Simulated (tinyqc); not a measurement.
Inside a calculation. Model: band bending at a free surface with one surface level, surface photovoltage and Kelvin probe.

Numbers from tinyqc (`OMP_NUM_THREADS=1 python tinyqc.py 2430128 2430129 out.jsonl`; about 0.01 s on one thread of a shared Intel Xeon 2.30GHz). Printed values are rounded.

n-type bulk, xi = Ec - EF = Vt ln(Nc/Nd), p0 = ni^2/Nd, ni = sqrt(Nc Nv) exp(-Eg/(2 Vt)), Eg in volts. b is the upward band bending, u = b/Vt. Space charge per area, in units of q: Qc = sign(b) sqrt((2 eps0 eps_r Vt/q) [(Nd + dn)(exp(-u) - 1) + Nd u + (p0 + dn)(exp(u) - 1)]), with dn the excess density under light (flat quasi-Fermi levels; 0 in the dark). The level holds -Ns f, f = 1/(1 + exp((xi + b - Es)/Vt)). Neutrality: Qc + Qf + (charge of the states) = 0.

Inputs (values chosen for the exercise); band and dielectric values close to those of indium phosphide: temperature T = 300 K; band gap Eg = 1.32 eV; relative permittivity eps_r = 12.3; conduction-band density of states at T Nc = 5.81e17 cm^-3; valence-band density of states at T Nv = 1.1e19 cm^-3; electron affinity chi = 4.35 eV; donor density Nd = 1.2e16 cm^-3; fixed positive charge at the surface Qf = 0 cm^-2; work function of the probe tip pt = 4.88 eV; density of an acceptor-like surface level Ns = 3.5e11 cm^-2; its depth below the conduction edge Es = 0.36 eV; excess carrier density under light dn = 3.8e13 cm^-3.

Constants: q = 1.602176634e-19 C, kB = 1.380649e-23 J/K, Vt = kB T/q, eps0 = 8.8541878128e-14 F/cm where lengths are in cm. Results are converted to the units shown.

## Bulk quantities

xi, ni, p0, the Debye length sqrt(eps0 eps_r Vt/(q Nd)) and the flat-band work function chi + xi.

xi = 0.1003017 eV
ni = 2.066676e7 cm^-3
p0 = 0.03559291 cm^-3
Debye length = 38.26733 nm
chi + xi = 4.450302 eV

## Charges against band bending

b, point 0 to 6 (V): [0.076, 0.127, 0.178, 0.229, 0.28, 0.331, 0.382]

Evaluate Qc, the surface charge Qf - Ns f and their sum in the dark; the root lies where the sum changes sign.

Qc, point 0 to 6 (cm^-2): [9.167353e10, 1.285771e11, 1.575608e11, 1.820487e11, 2.036203e11, 2.231170e11, 2.410419e11]
surface charge, point 0 to 6 (cm^-2): [-3.497131e11, -3.479475e11, -3.357585e11, -2.682004e11, -1.096121e11, -2.087130e10, -3.059681e9]
sum, point 0 to 6 (cm^-2): [-2.580396e11, -2.193704e11, -1.781977e11, -8.615172e10, 9.400821e10, 2.022457e11, 2.379823e11]

The sum rises steadily with b, so there is one root; bisection gives b = 0.25434 V.

## Work function and Kelvin-probe reading

converged b = 0.2543408 V

Work function chi + xi + b; contact potential difference CPD = (work function of the sample) - pt. Depth of EF below Ec at the surface: xi + b. Depletion width Qc/Nd.

xi + b = 0.3546426 eV
Qc = 1.930684e11 cm^-2
Qc/Nd = 160.8903 nm
work function = 4.704643 eV
CPD = -175.3574 mV

The level is 55.2 % filled: the Fermi level is pinned at it.

## Surface photovoltage

Under chopped light the surface charge keeps its dark value, so b falls to bL with Qc(bL, dn) = Qc(b, 0); the photovoltage is b - bL. Qc rises with b, so bL follows by bisection.

bL = 0.1771167 V
photovoltage = 77.22413 mV
share of b removed = 30.36245 %
excess holes at the surface, dn exp(bL/Vt) = 3.590985e16 cm^-3
